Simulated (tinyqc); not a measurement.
# Charge pumping in an n-channel transistor: two studies

The gate is pulsed from accumulation to inversion and back. Energies E are counted from the intrinsic level; Dit(E) = D0 [1 + b (2 E/Eg)^2]. During each edge the traps near the bands emit their carriers, and those between Eh and Ee recombine once a cycle.

Parameters, values chosen for the exercise; band and dielectric values close to those of silicon:
- T = 300 K (temperature)
- Eg = 1.12 eV (band gap)
- Nc = 2.75e19 cm^-3 (conduction-band density of states at 300 K)
- Nv = 2.63e19 cm^-3 (valence-band density of states at 300 K)
- A = 1.6 um^2 (gate area)
- D0 = 1.7e10 cm^-2 eV^-1 (trap density at midgap)
- b = 1.6 (rise of the trap density towards the band edges)
- sn = 7.9e-16 cm^2 (cross-section for electrons)
- sp = 3.5e-16 cm^2 (cross-section for holes)
- vth = 2e7 cm/s (thermal velocity at 300 K, one nominal value for electrons and holes)
- dV = 1.06 V (Vth - Vfb)
- Va = 3.9 V (pulse height)
- f = 6.5e5 Hz (frequency)
- tr = 34 ns (rise time)

Constants: q = 1.602176634e-19 C, kB = 1.380649e-23 J/K, Vt = kB T/q. Results are converted to the units shown.

Each table varies one quantity; the others keep the values above.

## Triangular pulses against frequency

For a symmetric triangular wave tr = tf = 1/(2 f). ni = sqrt(Nc Nv) exp(-Eg/(2 Vt)), Eg in volts; emission times te = (dV/Va) tf and th = (dV/Va) tr; Ee = -Vt ln(vth sn ni te), Eh = +Vt ln(vth sp ni th). Nit = integral of Dit from Eh to Ee = D0 [Ee - Eh + 4 b (Ee^3 - Eh^3)/(3 Eg^2)], Qcp = q A Nit, Icp = f Qcp.

Results:
```
f (Hz)  Ee (eV)  Eh (eV)  Nit (cm^-2)  Icp (pA)  Qcp (fC)
2200     0.1184  -0.1394      4.509e9   0.02543   0.01156
5100     0.1401  -0.1612      5.322e9   0.06958   0.01364
26000    0.1822  -0.2033      6.971e9    0.4646   0.01787
59000    0.2034  -0.2244      7.843e9     1.186   0.02011
1.3e5    0.2238  -0.2449      8.716e9     2.905   0.02234
3e5      0.2454  -0.2665      9.677e9     7.442   0.02481
6.9e5    0.2670  -0.2880     1.068e10     18.88   0.02737
1.6e6    0.2887  -0.3098     1.173e10     48.11   0.03007
3.5e6    0.3090  -0.3300     1.275e10     114.4   0.03269
```

Estimate the missing row, f = 12000 Hz.

Computed row:
```
f (Hz)  Ee (eV)  Eh (eV)  Nit (cm^-2)  Icp (pA)  Qcp (fC)
12000    0.1622  -0.1833      6.175e9    0.1899   0.01583
```

With this row back in the table: Qcp rises from 0.0116 to 0.0327 fC, by 0.00571 fC a decade between the first two rows and 0.00773 between the last two (2 q A D0 Vt ln 10 = 0.00519 fC): faster edges leave less time for emission and widen the window, so Icp grows faster than f, as f^(1.14).

## Scanning the upper gap with the fall time

Same model as above.

The same in every row: Eh (eV) = -0.3671.

Scanning the upper gap with the fall time:
```
tf (ns)  Ee (eV)  Nit (cm^-2)  Icp (pA)
0.9       0.4399     1.761e10     29.35
2         0.4193     1.693e10     28.21
4.5       0.3983     1.627e10     27.11
10        0.3777     1.565e10     26.08
23        0.3562     1.503e10     25.05
51        0.3356     1.447e10     24.11
120       0.3135     1.389e10     23.15
260       0.2935     1.339e10     22.31
580       0.2727     1.289e10     21.48
```

Read the table: what changes, and by how much?

Ee falls from 0.440 to 0.273 eV, by Vt ln 10 a decade, and Icp falls from 29.3 to 21.5 pA. The slope -dNit/d(ln tf)/Vt gives Dit = 3.30e10 cm^-2 eV^-1 near E = 0.430 eV and 2.40e10 near 0.283 eV, against 3.30e10 and 2.40e10 from the profile.

Range of the model: The Fermi levels of inversion and accumulation are taken to lie beyond Ee and Eh, the flat tops to fill all traps, and no geometric current is added.

tinyqc, about 0.01 s, one thread, Intel Xeon 2.30GHz (shared host): `OMP_NUM_THREADS=1 python tinyqc.py 2030145 2030146 out.jsonl`
